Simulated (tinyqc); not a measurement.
Worked calculation (part 1 of 2): UKS/LDA (PW92) in the sto-3g basis, for BeH, spin multiplicity 2. Computed by tinyqc, a small Python program that keeps every step (integrals from PySCF). Settings: charge = 0, multiplicity = 2, basis = sto-3g, energy threshold = 1e-09, iteration cap = 77, orthogonalisation = symmetric, start = highest core orbitals, DIIS depth = 6, method = UKS, functional = lda,pw, grid = [20, 14]. Command: `OMP_NUM_THREADS=1 python tinyqc.py 27654 27655 out.jsonl` (the two numbers bound the seeds that draw the settings). One thread of a shared host (Intel(R) Xeon(R) Processor @ 2.60GHz), about 1 s of CPU time with the checks. Later iterations appear only in the table of the cycle.

## One-electron integrals

Geometry (angstrom):
```
atom         x         y         z
Be    0.000000  0.000000  0.000000
H     0.000000  0.000000  1.762000
```

Basis sto-3g: exponents (1/bohr^2) and contraction coefficients of normalised primitives:
```
element  l (shell)   exponent  coefficient
Be           s (1)  30.167871     0.154329
Be           s (1)   5.495115     0.535328
Be           s (1)   1.487193     0.444635
Be           s (2)   1.314833    -0.099967
Be           s (2)   0.305539     0.399513
Be           s (2)   0.099371     0.700115
Be           p (3)   1.314833     0.155916
Be           p (3)   0.305539     0.607684
Be           p (3)   0.099371     0.391957
H            s (1)   3.425251     0.154329
H            s (1)   0.623914     0.535328
H            s (1)   0.168855     0.444635
```

Overlap, kinetic and nuclear-attraction integrals over the contracted functions; the nuclear repulsion is the sum of Za Zb / Rab.

nuclear repulsion = 1.20131035 hartree

overlap S, lower triangle:
```
           1Be 1s    1Be 2s   1Be 2px   1Be 2py   1Be 2pz     2H 1s
1Be 1s   1.000000
1Be 2s   0.259517  1.000000
1Be 2px  0.000000  0.000000  1.000000
1Be 2py  0.000000  0.000000  0.000000  1.000000
1Be 2pz  0.000000  0.000000  0.000000  0.000000  1.000000
2H 1s    0.027491  0.303803  0.000000  0.000000  0.389169  1.000000
```

kinetic energy T (hartree), lower triangle:
```
            1Be 1s    1Be 2s   1Be 2px   1Be 2py   1Be 2pz     2H 1s
1Be 1s    6.693975
1Be 2s   -0.033012  0.211111
1Be 2px   0.000000  0.000000  0.660592
1Be 2py   0.000000  0.000000  0.000000  0.660592
1Be 2pz   0.000000  0.000000  0.000000  0.000000  0.660592
2H 1s    -0.008062  0.020513  0.000000  0.000000  0.080467  0.760032
```

nuclear attraction V (hartree), lower triangle:
```
             1Be 1s     1Be 2s    1Be 2px    1Be 2py    1Be 2pz      2H 1s
1Be 1s   -14.861420
1Be 2s    -1.977186  -2.607948
1Be 2px    0.000000   0.000000  -2.564989
1Be 2py    0.000000   0.000000   0.000000  -2.564989
1Be 2pz   -0.010410  -0.102914   0.000000   0.000000  -2.637870
2H 1s     -0.208809  -0.715827   0.000000   0.000000  -0.895389  -2.426437
```

core Hamiltonian H = T + V (hartree), lower triangle:
```
            1Be 1s     1Be 2s    1Be 2px    1Be 2py    1Be 2pz      2H 1s
1Be 1s   -8.167445
1Be 2s   -2.010198  -2.396837
1Be 2px   0.000000   0.000000  -1.904397
1Be 2py   0.000000   0.000000   0.000000  -1.904397
1Be 2pz  -0.010410  -0.102914   0.000000   0.000000  -1.977278
2H 1s    -0.216871  -0.695314   0.000000   0.000000  -0.814923  -1.666406
```

## Two-electron integrals

Functions are numbered as in S; the eight-fold symmetry (ij|kl) = (ji|kl) = (kl|ij) leaves the list below.

Two-electron integrals (ij|kl) in chemists' order, unique and non-zero (hartree):
```
(11|11) 2.298831   (21|11) 0.392036   (21|21) 0.079539   (22|11) 0.570988
(22|21) 0.143041   (22|22) 0.417683   (31|31) 0.014607   (32|31) 0.021888
(32|32) 0.092265   (33|11) 0.569578   (33|21) 0.143083   (33|22) 0.417589
(33|33) 0.449859   (41|41) 0.014607   (42|41) 0.021888   (42|42) 0.092265
(43|43) 0.024249   (44|11) 0.569578   (44|21) 0.143083   (44|22) 0.417589
(44|33) 0.401360   (44|44) 0.449859   (51|51) 0.014607   (52|51) 0.021888
(52|52) 0.092265   (53|53) 0.024249   (54|54) 0.024249   (55|11) 0.569578
(55|21) 0.143083   (55|22) 0.417589   (55|33) 0.401360   (55|44) 0.401360
(55|55) 0.449859   (61|11) 0.040966   (61|21) 0.008307   (61|22) 0.015077
(61|33) 0.014980   (61|44) 0.014980   (61|51) 0.000740   (61|52) 0.001400
(61|55) 0.015279   (61|61) 0.000910   (62|11) 0.126915   (62|21) 0.032407
(62|22) 0.106977   (62|33) 0.102620   (62|44) 0.102620   (62|51) 0.004164
(62|52) 0.028195   (62|55) 0.115587   (62|61) 0.003746   (62|62) 0.045762
(63|31) 0.002577   (63|32) 0.012943   (63|53) 0.004553   (63|63) 0.003529
(64|41) 0.002577   (64|42) 0.012943   (64|54) 0.004553   (64|64) 0.003529
(65|11) 0.147457   (65|21) 0.038029   (65|22) 0.131042   (65|33) 0.123435
(65|44) 0.123435   (65|51) 0.006592   (65|52) 0.043275   (65|55) 0.146116
(65|61) 0.004536   (65|62) 0.062868   (65|65) 0.088074   (66|11) 0.299867
(66|21) 0.077749   (66|22) 0.288661   (66|33) 0.269142   (66|44) 0.269142
(66|51) 0.010206   (66|52) 0.093254   (66|55) 0.327334   (66|61) 0.009077
(66|62) 0.165743   (66|65) 0.238962   (66|66) 0.774606
```

## Orthogonalisation

S = U s U^T; symmetric (Loewdin) form X = U s^(-1/2) U^T, so that X^T S X = 1.

eigenvalues of S: 0.485286  0.797820  1.000000  1.000000  1.183901  1.532993

X, lower triangle:
```
            1Be 1s     1Be 2s   1Be 2px   1Be 2py    1Be 2pz     2H 1s
1Be 1s    1.027472
1Be 2s   -0.141561   1.071798
1Be 2px   0.000000   0.000000  1.000000
1Be 2py   0.000000   0.000000  0.000000  1.000000
1Be 2pz  -0.007449   0.056107  0.000000  0.000000   1.069615
2H 1s     0.021039  -0.185936  0.000000  0.000000  -0.231819  1.112888
```

## Starting guess

The start is the highest orbitals of the core Hamiltonian (a deliberately bad start); D(s) = C_occ C_occ^T for each spin.

D(alpha) at the start, lower triangle:
```
            1Be 1s     1Be 2s    1Be 2px   1Be 2py    1Be 2pz     2H 1s
1Be 1s    0.025933
1Be 2s   -0.115425   0.525746
1Be 2px   0.000000   0.000000   0.033467
1Be 2py   0.000000   0.000000  -0.179854  0.966533
1Be 2pz   0.090982  -0.325229   0.000000  0.000000   0.848789
2H 1s     0.071159  -0.433263   0.000000  0.000000  -0.524564  1.327070
```

D(beta) at the start, lower triangle:
```
            1Be 1s     1Be 2s   1Be 2px   1Be 2py    1Be 2pz     2H 1s
1Be 1s    0.025933
1Be 2s   -0.115425   0.525746
1Be 2px   0.000000   0.000000  0.000000
1Be 2py   0.000000   0.000000  0.000000  0.000000
1Be 2pz   0.090982  -0.325229  0.000000  0.000000   0.848789
2H 1s     0.071159  -0.433263  0.000000  0.000000  -0.524564  1.327070
```

## Iteration 1: exchange-correlation on the grid

Becke grid with 20 radial and 14 angular points per atom, points of zero weight dropped. rho = sum D_ij phi_i phi_j; V_xc,ij = sum w v_xc phi_i phi_j; v_xc is d(rho eps)/d rho(s) for spin s.

The 16 grid points with the largest w rho, of 549 (bohr, atomic units):
```
x                  y          z         w  rho(alpha)  rho(beta)     eps_xc  v_xc(alpha)
0.000000    0.000000  -2.152867  2.258046    0.029984   0.029984  -0.338661    -0.442090
0.000000    0.000000  -1.625674  1.052627    0.055002   0.055002  -0.407829    -0.533134
0.000000    0.000000  -2.794596  4.614244    0.011411   0.011411  -0.252467    -0.328899
1.242959   -1.242959  -1.242959  2.540302    0.024167   0.014420  -0.298606    -0.404740
-1.242959   1.242959  -1.242959  2.540302    0.024167   0.014420  -0.298606    -0.404740
1.242959    1.242959  -1.242959  2.540302    0.019010   0.014420  -0.284146    -0.379350
-1.242959  -1.242959  -1.242959  2.540302    0.019010   0.014420  -0.284146    -0.379350
0.938583   -0.938583  -0.938583  1.184206    0.044294   0.026636  -0.359641    -0.489071
-0.938583   0.938583  -0.938583  1.184206    0.044294   0.026636  -0.359641    -0.489071
1.613461   -1.613461  -1.613461  5.191024    0.009202   0.005474  -0.222624    -0.300029
-1.613461   1.613461  -1.613461  5.191024    0.009202   0.005474  -0.222624    -0.300029
0.938583    0.938583  -0.938583  1.184206    0.034951   0.026636  -0.342299    -0.458135
-0.938583  -0.938583  -0.938583  1.184206    0.034951   0.026636  -0.342299    -0.458135
0.000000    0.000000  -1.197318  0.460484    0.077894   0.077894  -0.453935    -0.593903
1.613461    1.613461  -1.613461  5.191024    0.007229   0.005474  -0.211987    -0.281804
-1.613461  -1.613461  -1.613461  5.191024    0.007229   0.005474  -0.211987    -0.281804
```

electrons on the grid, sum of w rho = 5.000169

E_xc = sum of w rho eps_xc = -1.66970387 hartree

V_xc(alpha) (hartree), lower triangle:
```
            1Be 1s     1Be 2s    1Be 2px    1Be 2py    1Be 2pz      2H 1s
1Be 1s   -0.471302
1Be 2s   -0.116448  -0.338992
1Be 2px   0.000000   0.000000  -0.296075
1Be 2py   0.000000   0.000000   0.011014  -0.359582
1Be 2pz   0.005391   0.036108   0.000000   0.000000  -0.361332
2H 1s    -0.011949  -0.105295   0.000000   0.000000  -0.140409  -0.505323
```

V_xc(beta) (hartree), lower triangle:
```
            1Be 1s     1Be 2s    1Be 2px    1Be 2py    1Be 2pz      2H 1s
1Be 1s   -0.429057
1Be 2s   -0.100409  -0.294676
1Be 2px   0.000000   0.000000  -0.265044
1Be 2py   0.000000   0.000000   0.003319  -0.285245
1Be 2pz   0.006662   0.045061   0.000000   0.000000  -0.333212
2H 1s    -0.010343  -0.098449   0.000000   0.000000  -0.135019  -0.502767
```

## Iteration 1: building the Kohn-Sham matrix

J_ij = sum D_kl (ij|kl) with D = D(alpha) + D(beta); F = H + J + V_xc; E = tr D H + tr D J / 2 + E_xc + E_nn.

Coulomb J (hartree), lower triangle:
```
            1Be 1s     1Be 2s    1Be 2px   1Be 2py   1Be 2pz     2H 1s
1Be 1s    2.353298
1Be 2s    0.592759   1.839325
1Be 2px   0.000000   0.000000   1.768657
1Be 2py   0.000000   0.000000  -0.008723  1.813909
1Be 2pz  -0.016908  -0.003821   0.000000  0.000000  1.933835
2H 1s     0.061846   0.597530   0.000000  0.000000  0.787234  2.260250
```

F(alpha) (hartree), lower triangle:
```
            1Be 1s     1Be 2s    1Be 2px    1Be 2py    1Be 2pz     2H 1s
1Be 1s   -6.285449
1Be 2s   -1.533886  -0.896504
1Be 2px   0.000000   0.000000  -0.431815
1Be 2py   0.000000   0.000000   0.002291  -0.450070
1Be 2pz  -0.021927  -0.070627   0.000000   0.000000  -0.404775
2H 1s    -0.166974  -0.203079   0.000000   0.000000  -0.168098  0.088522
```

F(beta) (hartree), lower triangle:
```
            1Be 1s     1Be 2s    1Be 2px    1Be 2py    1Be 2pz     2H 1s
1Be 1s   -6.243204
1Be 2s   -1.517847  -0.852188
1Be 2px   0.000000   0.000000  -0.400784
1Be 2py   0.000000   0.000000  -0.005404  -0.375733
1Be 2pz  -0.020656  -0.061674   0.000000   0.000000  -0.376655
2H 1s    -0.165368  -0.196233   0.000000   0.000000  -0.162708  0.091078
```

total energy of this density = -4.08028294 hartree

## Iteration 1: diagonalisation and new density

Diagonalise F' = X^T F X, C = X C', fill 3 alpha and 2 beta electrons from the bottom; D(s) = C_occ C_occ^T. Each column has its largest component positive (the first on a tie).

F' = X^T F X (alpha) (hartree), lower triangle:
```
           1          2          3          4          5         6
1  -6.213054
2  -0.647981  -0.621062
3   0.000000   0.000000  -0.431815
4   0.000000   0.000000   0.002291  -0.450070
5  -0.016580  -0.051964   0.000000   0.000000  -0.380284
6  -0.013679  -0.113131   0.000000   0.000000  -0.130001  0.223193
```

orbital energies (alpha) (hartree): MO1 -6.287354, MO2 -0.586682, MO3 -0.450353, MO4 -0.431532, MO5 -0.379356, MO6 0.262185

coefficients C (alpha):
```
               MO1        MO2        MO3       MO4        MO5        MO6
1Be 1s    1.004747  -0.238792   0.000000  0.000000   0.084849   0.049988
1Be 2s   -0.019295   0.984536   0.000000  0.000000  -0.363528  -0.323534
1Be 2px   0.000000   0.000000  -0.122656  0.992449   0.000000   0.000000
1Be 2py   0.000000   0.000000   0.992449  0.122656   0.000000   0.000000
1Be 2pz   0.002171   0.370064   0.000000  0.000000   0.936002  -0.433552
2H 1s     0.003465  -0.050129   0.000000  0.000000   0.001087   1.150977
```

F' = X^T F X (beta) (hartree), lower triangle:
```
           1          2          3          4          5         6
1  -6.172205
2  -0.642918  -0.575697
3   0.000000   0.000000  -0.400784
4   0.000000   0.000000  -0.005404  -0.375733
5  -0.016533  -0.040472   0.000000   0.000000  -0.349638
6  -0.013939  -0.115761   0.000000   0.000000  -0.132520  0.224516
```

orbital energies (beta) (hartree): MO1 -6.245303, MO2 -0.539747, MO3 -0.401900, MO4 -0.374617, MO5 -0.355443, MO6 0.267470

coefficients C (beta):
```
               MO1        MO2       MO3        MO4        MO5        MO6
1Be 1s    1.004996  -0.238139  0.000000   0.000000   0.082085   0.052642
1Be 2s   -0.020355   0.984126  0.000000   0.000000  -0.353666  -0.335427
1Be 2px   0.000000   0.000000  0.979334  -0.202251   0.000000   0.000000
1Be 2py   0.000000   0.000000  0.202251   0.979334   0.000000   0.000000
1Be 2pz   0.001856   0.351535  0.000000   0.000000   0.937033  -0.446550
2H 1s     0.003798  -0.032887  0.000000   0.000000   0.009869   1.151556
```

D(alpha) after iteration 1, lower triangle:
```
            1Be 1s     1Be 2s    1Be 2px   1Be 2py    1Be 2pz     2H 1s
1Be 1s    1.066538
1Be 2s   -0.254486   0.969683
1Be 2px   0.000000   0.000000   0.015045
1Be 2py   0.000000   0.000000  -0.121730  0.984955
1Be 2pz  -0.086187   0.364299   0.000000  0.000000   0.136952
2H 1s     0.015451  -0.049420   0.000000  0.000000  -0.018543  0.002525
```

D(beta) after iteration 1, lower triangle:
```
            1Be 1s     1Be 2s   1Be 2px   1Be 2py    1Be 2pz     2H 1s
1Be 1s    1.066727
1Be 2s   -0.254815   0.968919
1Be 2px   0.000000   0.000000  0.000000
1Be 2py   0.000000   0.000000  0.000000  0.000000
1Be 2pz  -0.081849   0.345917  0.000000  0.000000   0.123580
2H 1s     0.011649  -0.032443  0.000000  0.000000  -0.011554  0.001096
```

## Iteration 2: exchange-correlation on the grid

As before.

The 16 grid points with the largest w rho, of 549 (bohr, atomic units):
```
x                  y         z         w  rho(alpha)  rho(beta)     eps_xc  v_xc(alpha)
-1.242959   1.242959  1.242959  2.483890    0.021577   0.012406  -0.287602    -0.390190
1.242959   -1.242959  1.242959  2.483890    0.021577   0.012406  -0.287602    -0.390190
0.000000    2.152867  0.000000  2.257835    0.027944   0.006773  -0.301157    -0.413271
0.000000   -2.152867  0.000000  2.257835    0.027944   0.006773  -0.301157    -0.413271
-1.242959  -1.242959  1.242959  2.483890    0.018087   0.012406  -0.276885    -0.371950
1.242959    1.242959  1.242959  2.483890    0.018087   0.012406  -0.276885    -0.371950
-0.938583   0.938583  0.938583  1.180415    0.040041   0.023368  -0.347842    -0.473416
0.938583   -0.938583  0.938583  1.180415    0.040041   0.023368  -0.347842    -0.473416
0.000000    1.625674  0.000000  1.052611    0.051217   0.012865  -0.363484    -0.501031
0.000000   -1.625674  0.000000  1.052611    0.051217   0.012865  -0.363484    -0.501031
-0.938583  -0.938583  0.938583  1.180415    0.033718   0.023368  -0.335131    -0.451404
0.938583    0.938583  0.938583  1.180415    0.033718   0.023368  -0.335131    -0.451404
0.000000    0.000000  1.625674  0.959242    0.033122   0.032373  -0.347914    -0.455366
0.000000    2.794596  0.000000  4.612369    0.010647   0.002549  -0.223635    -0.304840
0.000000   -2.794596  0.000000  4.612369    0.010647   0.002549  -0.223635    -0.304840
-1.613461   1.613461  1.613461  4.710324    0.008150   0.004658  -0.213888    -0.288496
```

electrons on the grid, sum of w rho = 5.022752

E_xc = sum of w rho eps_xc = -3.02249763 hartree

V_xc(alpha) (hartree), lower triangle:
```
            1Be 1s     1Be 2s    1Be 2px    1Be 2py    1Be 2pz      2H 1s
1Be 1s   -1.430000
1Be 2s   -0.218726  -0.348809
1Be 2px   0.000000   0.000000  -0.333580
1Be 2py   0.000000   0.000000   0.006947  -0.383130
1Be 2pz  -0.006625  -0.045546   0.000000   0.000000  -0.323009
2H 1s    -0.023480  -0.084354   0.000000   0.000000  -0.098938  -0.178318
```

V_xc(beta) (hartree), lower triangle:
```
            1Be 1s     1Be 2s    1Be 2px    1Be 2py    1Be 2pz      2H 1s
1Be 1s   -1.419605
1Be 2s   -0.210244  -0.310286
1Be 2px   0.000000   0.000000  -0.306929
1Be 2py   0.000000   0.000000   0.001936  -0.319726
1Be 2pz  -0.007421  -0.050932   0.000000   0.000000  -0.297302
2H 1s    -0.022730  -0.080341   0.000000   0.000000  -0.096568  -0.179928
```

## Iteration 2: building the Kohn-Sham matrix

As before.

Coulomb J (hartree), lower triangle:
```
           1Be 1s    1Be 2s    1Be 2px   1Be 2py   1Be 2pz     2H 1s
1Be 1s   6.303229
1Be 2s   1.206097  2.384933
1Be 2px  0.000000  0.000000   2.363069
1Be 2py  0.000000  0.000000  -0.005904  2.410108
1Be 2pz  0.025180  0.116893   0.000000  0.000000  2.371713
2H 1s    0.128054  0.606030   0.000000  0.000000  0.736140  1.565330
```

F(alpha) (hartree), lower triangle:
```
            1Be 1s     1Be 2s   1Be 2px   1Be 2py    1Be 2pz      2H 1s
1Be 1s   -3.294217
1Be 2s   -1.022828  -0.360713
1Be 2px   0.000000   0.000000  0.125091
1Be 2py   0.000000   0.000000  0.001043  0.122581
1Be 2pz   0.008145  -0.031568  0.000000  0.000000   0.071426
2H 1s    -0.112297  -0.173638  0.000000  0.000000  -0.177720  -0.279394
```

F(beta) (hartree), lower triangle:
```
            1Be 1s     1Be 2s    1Be 2px   1Be 2py    1Be 2pz      2H 1s
1Be 1s   -3.283821
1Be 2s   -1.014346  -0.322190
1Be 2px   0.000000   0.000000   0.151743
1Be 2py   0.000000   0.000000  -0.003968  0.185985
1Be 2pz   0.007349  -0.036954   0.000000  0.000000   0.097134
2H 1s    -0.111547  -0.169626   0.000000  0.000000  -0.175351  -0.281003
```

total energy of this density = -14.31217751 hartree

## Iteration 2: DIIS over 2 matrices

error matrix X^T (FDS - SDF) X (alpha):
```
           1          2          3         4          5          6
1   0.000000   0.040863   0.000000  0.000000  -0.078854  -0.067566
2  -0.040863   0.000000   0.000000  0.000000  -0.060780   0.173298
3   0.000000   0.000000   0.000000  0.000706   0.000000   0.000000
4   0.000000   0.000000  -0.000706  0.000000   0.000000   0.000000
5   0.078854   0.060780   0.000000  0.000000   0.000000   0.075648
6   0.067566  -0.173298   0.000000  0.000000  -0.075648   0.000000
```

B (overlaps of the stored error matrices):
```
               1              2
1  1.7500171e-02  2.7117346e-02
2  2.7117346e-02  2.0991018e-01
```

Minimise |sum c_i e_i|^2 with sum c_i = 1: solve [B -1; -1 0][c; lambda] = [0; -1] with B_ij = tr e_i^T e_j summed over both spins, and take F = sum c_i F_i.

DIIS coefficients: 1.055534  -0.055534

extrapolated F(alpha) (hartree), lower triangle:
```
            1Be 1s     1Be 2s    1Be 2px    1Be 2py    1Be 2pz     2H 1s
1Be 1s   -6.451565
1Be 2s   -1.562268  -0.926259
1Be 2px   0.000000   0.000000  -0.462742
1Be 2py   0.000000   0.000000   0.002360  -0.481871
1Be 2pz  -0.023597  -0.072796   0.000000   0.000000  -0.431220
2H 1s    -0.170010  -0.204714   0.000000   0.000000  -0.167563  0.108954
```

extrapolated F(beta) (hartree), lower triangle:
```
            1Be 1s     1Be 2s    1Be 2px    1Be 2py    1Be 2pz     2H 1s
1Be 1s   -6.407551
1Be 2s   -1.545809  -0.881621
1Be 2px   0.000000   0.000000  -0.431468
1Be 2py   0.000000   0.000000  -0.005484  -0.406927
1Be 2pz  -0.022212  -0.063047   0.000000   0.000000  -0.402966
2H 1s    -0.168356  -0.197711   0.000000   0.000000  -0.162006  0.111741
```
